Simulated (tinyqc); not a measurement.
Read current of a NAND string, cells in series solved by shooting: one step of the calculation.

Cells in series, numbered from 0 at the source line (0 V) to the bit line, each followed by a gap resistance Rg. A cell with gate Vg, threshold VT, source Vs and drain Vd passes I = 2 nf K Vt^2 [F(Vs) - F(Vd)]/(1 + th max(Vg - VT, 0)), F(V) = ln^2(1 + exp((Vg - VT - nf V)/(2 nf Vt))). The selected cell has Vg = Vr, the others Vg = Vp.

Task. Node voltages for a trial current. For a trial current I start at 0 V and, cell by cell (the selected one is cell 2), solve for the drain: sqrt(F(Vd)) = sqrt(F(Vs) - I/k), k = 2 nf K Vt^2/(1 + th max(Vg - VT, 0)), Vd = [Vg - VT - 2 nf Vt ln(exp(sqrt F) - 1)]/nf, then add I Rg.

Parameters, values chosen for the exercise; values of the order met in vertical NAND strings: temperature T = 358 K; gain factor of a cell K = 3.2 uA/V^2; slope factor nf = 2.4; mobility reduction factor th = 0.07 1/V; resistance of the gap between cells Rg = 11 kohm; bit-line voltage Vbl = 0.3 V; pass voltage Vp = 5.9 V; read voltage on the selected word line Vr = 2.51 V.

Constants: q = 1.602176634e-19 C, kB = 1.380649e-23 J/K, Vt = kB T/q. Results are converted to the units shown.

first trial current = 0.21 uA
thresholds from the source end, cell 0 to 4 (V): -1.4  -1.4  1.6  3.4  -1.4

Wanted: node voltage after each cell and gap, trial 1.

Result.

node voltage after each cell and gap, trial 1, cell 0 to 4 (V): 0.01592  0.03192  0.1324  0.1708  0.1875

Program tinyqc, `OMP_NUM_THREADS=1 python tinyqc.py 2142167 2142168 out.jsonl`; Intel Xeon 2.30GHz, shared host, one thread, about 0.4 s.
